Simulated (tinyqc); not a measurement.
Vacuum evaporation: vapour pressure, source flux, thickness distribution, purity and step coverage. Changing the background pressure p. Computed by tinyqc, a small Python program. Command: `OMP_NUM_THREADS=1 python tinyqc.py 3112479 3112480 out.jsonl evap sweep`. One thread of a shared host (Intel(R) Xeon(R) Processor @ 2.30GHz), about 0.01 s of CPU time with the checks.

Molecular flow, unit sticking of the metal, no re-evaporation. The background gas is taken as water vapour (18.015 g/mol, collision diameter 0.37 nm) at 300 K.

Inputs (values chosen for the exercise, modelled on aluminium, with constants for the liquid): molar mass M = 26.98 g/mol; film density rho = 2.7 g/cm^3; vapour-pressure constant A = 10.9; vapour-pressure constant B = 16260 K; source temperature T = 1490 K; source area = 1.9 cm^2; directionality n = 2; source-to-wafer distance h = 19 cm; wafer radius R = 2.5 cm; sticking of background gas = 0.1.

Constants: u = 1.6605390666e-27 kg; k_B = 1.380649e-23 J/K; R = 8.314462618 J/(mol K).

Method:
- log10(p_v/Pa) = A - B/T; flux from the surface Phi = p_v/sqrt(2 pi m k_B T), m = M u.
- Mass loss = Phi x area x m; heat of evaporation = ln(10) R B; d ln Phi/dT = ln(10) B/T^2 - 1/(2 T).
- A small source emits (n + 1) Phi area cos^n(phi)/(2 pi) per solid angle; on a parallel plane at height h and lateral distance l the arrival rate is (n + 1) Phi area/(2 pi h^2) x (1 + (l/h)^2)^(-(n + 3)/2). Growth rate = arrival rate x m/rho, m = M u. The wafer is fixed and centred above the source.
- Mean free path lambda = k_B T_g/(sqrt2 pi d^2 p); unscattered share exp(-h/lambda); gas arrival p/sqrt(2 pi m_g k_B T_g); impurity ratio = sticking x gas arrival/metal arrival; monolayer time = 1e15 cm^-2/(sticking x gas arrival).

One run for each value:
```
background pressure p (Pa)  impurity ratio  unscattered share  monolayer time (s)  mean free path (m)
1.00e-08                         1.118e-06             1.0000           2.790e+05           6.810e+05
1.00e-07                         1.118e-05             1.0000           2.790e+04           6.810e+04
1.00e-06                         1.118e-04             1.0000           2.790e+03           6.810e+03
1.00e-05                         1.118e-03             0.9997           2.790e+02           6.810e+02
1.00e-04                         1.118e-02             0.9972           2.790e+01           6.810e+01
1.00e-03                         1.118e-01             0.9725           2.790e+00           6.810e+00
1.00e-02                         1.118e+00             0.7565           2.790e-01           6.810e-01
1.00e-01                         1.118e+01             0.0614           2.790e-02           6.810e-02
```

What does the table show?

Over the rows, impurity ratio rises from 1.12e-6 to 11.2 (exponent d ln y / d ln x about 1.0 throughout); unscattered share falls from 1.000 to 0.0614; monolayer time (s) falls from 279000 to 0.0279 (exponent d ln y / d ln x about -1.0 throughout).

Caution (rows 0.0100, 0.100): more gas than metal sticks, so a compound rather than a metal film would grow.
